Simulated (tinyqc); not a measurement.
Worked calculation: RKS/BP86 in the sto-3g basis, for H3-, spin multiplicity 1. The basis has no diffuse functions, so it cannot describe the extra electron: this is an exercise in the method, not the real anion. Computed by tinyqc, a small Python program that keeps every step (integrals from PySCF). Settings: charge = -1, multiplicity = 1, basis = sto-3g, energy threshold = 1e-08, iteration cap = 50, orthogonalisation = symmetric, start = core, DIIS depth = 0, damping = 0.3, method = RKS, functional = b88,p86, grid = [20, 86]. Command: `OMP_NUM_THREADS=1 python tinyqc.py 28321 28322 out.jsonl` (the two numbers bound the seeds that draw the settings). One thread of a shared host (Intel(R) Xeon(R) Processor @ 2.60GHz), about 0.5 s of CPU time with the checks. Later iterations appear only in the table of the cycle.

## One-electron integrals

Geometry (angstrom):
```
atom        x        y         z
H     0.00000  0.00000   0.00000
H     0.00000  0.00000   1.14300
H     0.00000  0.00000  -1.14300
```

Basis sto-3g: exponents (1/bohr^2) and contraction coefficients of normalised primitives:
```
element  l (shell)  exponent  coefficient
H            s (1)   3.42525      0.15433
H            s (1)   0.62391      0.53533
H            s (1)   0.16886      0.44463
```

Overlap, kinetic and nuclear-attraction integrals over the contracted functions; the nuclear repulsion is the sum of Za Zb / Rab.

nuclear repulsion = 1.1574305 hartree

overlap S, order 1H 1s, 2H 1s, 3H 1s:
```
[[1.00000, 0.41644, 0.41644],
 [0.41644, 1.00000, 0.07317],
 [0.41644, 0.07317, 1.00000]]
```

kinetic energy T (hartree), order 1H 1s, 2H 1s, 3H 1s:
```
[[0.76003, 0.06649, 0.06649],
 [0.06649, 0.76003, -0.01146],
 [0.06649, -0.01146, 0.76003]]
```

nuclear attraction V (hartree), order 1H 1s, 2H 1s, 3H 1s:
```
[[-2.13636, -0.75507, -0.75507],
 [-0.75507, -1.91296, -0.12281],
 [-0.75507, -0.12281, -1.91296]]
```

core Hamiltonian H = T + V (hartree), order 1H 1s, 2H 1s, 3H 1s:
```
[[-1.37633, -0.68858, -0.68858],
 [-0.68858, -1.15293, -0.13427],
 [-0.68858, -0.13427, -1.15293]]
```

## Two-electron integrals

Functions are numbered as in S; the eight-fold symmetry (ij|kl) = (ji|kl) = (kl|ij) leaves the list below.

Two-electron integrals (ij|kl) in chemists' order, unique and non-zero (hartree):
```
(11|11) 0.77461   (21|11) 0.24827   (21|21) 0.10714   (22|11) 0.43400
(22|21) 0.24827   (22|22) 0.77461   (31|11) 0.24827   (31|21) 0.07456
(31|22) 0.12921   (31|31) 0.10714   (32|11) 0.04192   (32|21) 0.01545
(32|22) 0.03182   (32|31) 0.01545   (32|32) 0.00265   (33|11) 0.43400
(33|21) 0.12921   (33|22) 0.23122   (33|31) 0.24827   (33|32) 0.03182
(33|33) 0.77461
```

## Orthogonalisation

S = U s U^T; symmetric (Loewdin) form X = U s^(-1/2) U^T, so that X^T S X = 1.

eigenvalues of S: [0.44652, 0.92683, 1.62665]

X, order 1H 1s, 2H 1s, 3H 1s:
```
[[1.16237, -0.25140, -0.25140],
 [-0.25140, 1.07846, 0.03974],
 [-0.25140, 0.03974, 1.07846]]
```

## Starting guess

The start is the orbitals of the core Hamiltonian; D = 2 C_occ C_occ^T.

D at the start, order 1H 1s, 2H 1s, 3H 1s:
```
[[1.08638, 0.37853, 0.37853],
 [0.37853, 1.21084, -0.94706],
 [0.37853, -0.94706, 1.21084]]
```

## Iteration 1: exchange-correlation on the grid

Becke grid with 20 radial and 86 angular points per atom, points of zero weight dropped. rho = sum D_ij phi_i phi_j; V_xc,ij = sum w v_xc phi_i phi_j plus the gradient terms; v_xc is d(rho eps)/d rho at fixed gradient.

The 8 grid points with the largest w rho, of 5136 (bohr, atomic units):
```
x                y         z        w      rho  |grad rho|^2    eps_xc      v_xc
0.85420   -0.23259  -0.85420  0.05733  0.05998       0.00969  -0.34997  -0.42942
0.85420    0.23259  -0.85420  0.05733  0.05998       0.00969  -0.34997  -0.42942
-0.85420  -0.23259  -0.85420  0.05733  0.05998       0.00969  -0.34997  -0.42942
-0.85420   0.23259  -0.85420  0.05733  0.05998       0.00969  -0.34997  -0.42942
-0.23259   0.85420  -0.85420  0.05733  0.05998       0.00969  -0.34997  -0.42942
0.23259    0.85420  -0.85420  0.05733  0.05998       0.00969  -0.34997  -0.42942
0.23259   -0.85420  -0.85420  0.05733  0.05998       0.00969  -0.34997  -0.42942
-0.23259  -0.85420  -0.85420  0.05733  0.05998       0.00969  -0.34997  -0.42942
```

electrons on the grid, sum of w rho = 4.00003

E_xc = sum of w rho eps_xc = -1.5020360 hartree

V_xc (hartree), order 1H 1s, 2H 1s, 3H 1s:
```
[[-0.49616, -0.18292, -0.18292],
 [-0.18292, -0.47913, -0.02916],
 [-0.18292, -0.02916, -0.47913]]
```

## Iteration 1: building the Kohn-Sham matrix

J_ij = sum D_kl (ij|kl); F = H + J + V_xc; E = tr D H + tr D J / 2 + E_xc + E_nn.

Coulomb J (hartree), order 1H 1s, 2H 1s, 3H 1s:
```
[[2.18903, 0.83510, 0.83510],
 [0.83510, 1.91490, 0.14098],
 [0.83510, 0.14098, 1.91490]]
```

Kohn-Sham matrix F (hartree), order 1H 1s, 2H 1s, 3H 1s:
```
[[0.31654, -0.03640, -0.03640],
 [-0.03640, 0.28284, -0.02244],
 [-0.03640, -0.02244, 0.28284]]
```

total energy of this density = -1.4137261 hartree

This density is the starting one.

## Iteration 1: diagonalisation and new density

Diagonalise F' = X^T F X, C = X C', fill 2 alpha and 2 beta electrons from the bottom; D = 2 C_occ C_occ^T; the new density keeps 0.3 of the old one (damping). Each column has its largest component positive (the first on a tie).

F' = X^T F X (hartree):
```
[[0.50314, -0.21762, -0.21762],
 [-0.21762, 0.36796, 0.03858],
 [-0.21762, 0.03858, 0.36796]]
```

orbital energies (hartree): [0.14332, 0.32938, 0.76636]

coefficients C, order 1H 1s, 2H 1s, 3H 1s:
```
[[0.48533, 0.00000, 1.11444],
 [0.43748, 0.73449, -0.70498],
 [0.43748, -0.73449, -0.70498]]
```

D after iteration 1, order 1H 1s, 2H 1s, 3H 1s:
```
[[0.65567, 0.41081, 0.41081],
 [0.41081, 1.38646, -0.77144],
 [0.41081, -0.77144, 1.38646]]
```

## Iteration 2: exchange-correlation on the grid

As before.

The 8 grid points with the largest w rho, of 5136 (bohr, atomic units):
```
x                y         z        w      rho  |grad rho|^2    eps_xc      v_xc
-0.71026   0.71026  -1.44969  0.06451  0.05619       0.01219  -0.34806  -0.41604
-0.71026  -0.71026  -1.44969  0.06451  0.05619       0.01219  -0.34806  -0.41604
0.71026   -0.71026  -1.44969  0.06451  0.05619       0.01219  -0.34806  -0.41604
0.71026    0.71026  -1.44969  0.06451  0.05619       0.01219  -0.34806  -0.41604
-0.71026   0.71026   1.44969  0.06451  0.05619       0.01219  -0.34806  -0.41604
0.71026    0.71026   1.44969  0.06451  0.05619       0.01219  -0.34806  -0.41604
-0.71026  -0.71026   1.44969  0.06451  0.05619       0.01219  -0.34806  -0.41604
0.71026   -0.71026   1.44969  0.06451  0.05619       0.01219  -0.34806  -0.41604
```

electrons on the grid, sum of w rho = 4.00003

E_xc = sum of w rho eps_xc = -1.5001463 hartree

V_xc (hartree), order 1H 1s, 2H 1s, 3H 1s:
```
[[-0.45967, -0.17885, -0.17885],
 [-0.17885, -0.49298, -0.02848],
 [-0.17885, -0.02848, -0.49298]]
```

## Iteration 2: building the Kohn-Sham matrix

As before.

Coulomb J (hartree), order 1H 1s, 2H 1s, 3H 1s:
```
[[2.05462, 0.81161, 0.81161],
 [0.81161, 1.94016, 0.13702],
 [0.81161, 0.13702, 1.94016]]
```

Kohn-Sham matrix F (hartree), order 1H 1s, 2H 1s, 3H 1s:
```
[[0.21862, -0.05582, -0.05582],
 [-0.05582, 0.29425, -0.02572],
 [-0.05582, -0.02572, 0.29425]]
```

total energy of this density = -1.4417892 hartree

This density is a damped mixture and is not idempotent.

## Iteration 2: diagonalisation and new density

As before.

F' = X^T F X (hartree):
```
[[0.39457, -0.21898, -0.21898],
 [-0.21898, 0.38570, 0.04046],
 [-0.21898, 0.04046, 0.38570]]
```

orbital energies (hartree): [0.10028, 0.34524, 0.72045]

coefficients C, order 1H 1s, 2H 1s, 3H 1s:
```
[[0.59769, 0.00000, 1.05844],
 [0.36243, 0.73449, -0.74634],
 [0.36243, -0.73449, -0.74634]]
```

D after iteration 2, order 1H 1s, 2H 1s, 3H 1s:
```
[[0.69682, 0.42651, 0.42651],
 [0.42651, 1.35510, -0.80280],
 [0.42651, -0.80280, 1.35510]]
```

## Iteration 15 (converged): orbitals

converged F (hartree), order 1H 1s, 2H 1s, 3H 1s:
```
[[0.22955, -0.05372, -0.05372],
 [-0.05372, 0.29234, -0.02536],
 [-0.05372, -0.02536, 0.29234]]
```

Diagonalise F' = X^T F X, C = X C', fill 2 alpha and 2 beta electrons from the bottom; D = 2 C_occ C_occ^T. Each column has its largest component positive (the first on a tie).

F' = X^T F X (hartree):
```
[[0.40669, -0.21875, -0.21875],
 [-0.21875, 0.38301, 0.04023],
 [-0.21875, 0.04023, 0.38301]]
```

orbital energies (hartree): [0.10550, 0.34278, 0.72443]

coefficients C, order 1H 1s, 2H 1s, 3H 1s:
```
[[0.58482, 0.00000, 1.06560],
 [0.37144, 0.73449, -0.74190],
 [0.37144, -0.73449, -0.74190]]
```

D after iteration 15, order 1H 1s, 2H 1s, 3H 1s:
```
[[0.68404, 0.43446, 0.43446],
 [0.43446, 1.35489, -0.80301],
 [0.43446, -0.80301, 1.35489]]
```

## Convergence

Stop when the energy changes by less than 1e-08 hartree and every element of the error matrix X^T (F D S - S D F) X is below 3e-05.

Course of the cycle:
```
iteration  E (hartree)     change  largest element of the error matrix
1           -1.4137261          -                             2.04e-01
2           -1.4417892  -2.81e-02                             2.73e-02
3           -1.4527601  -1.10e-02                             3.62e-03
4           -1.4560918  -3.33e-03                             3.55e-04
5           -1.4570918  -1.00e-03                             7.24e-05
6           -1.4573918  -3.00e-04                             3.30e-07
7           -1.4574818  -9.00e-05                             2.62e-06
8           -1.4575088  -2.70e-05                             4.51e-07
9           -1.4575169  -8.10e-06                             1.76e-07
10          -1.4575194  -2.43e-06                             4.78e-08
11          -1.4575201  -7.29e-07                             1.50e-08
12          -1.4575203  -2.19e-07                             4.42e-09
13          -1.4575204  -6.56e-08                             1.33e-09
14          -1.4575204  -1.97e-08                             3.99e-10
15          -1.4575204  -5.91e-09                             1.20e-10
```

PySCF RKS in the same basis, fine grid = -1.4575327 hartree

Converged in 15 iterations. The coarse grid moves the energy by +1.23e-05 hartree.

## Populations, bond orders and dipole

Mulliken: Z minus the diagonal of D S on the atom; Loewdin: the same with S^(1/2) D S^(1/2); Mayer order: 2 sum_s sum (D(s) S)_ij (D(s) S)_ji over the two atoms.

Charges (e):
```
atom  Mulliken   Loewdin
1H    -0.04588  -0.02674
2H    -0.47706  -0.48663
3H    -0.47706  -0.48663
```

Mayer bond orders:
```
pair    order
2-1   0.49895
3-1   0.49895
3-2   0.27347
```

dipole moment about the origin, x y z (debye): [0.00000, 0.00000, 0.00000]
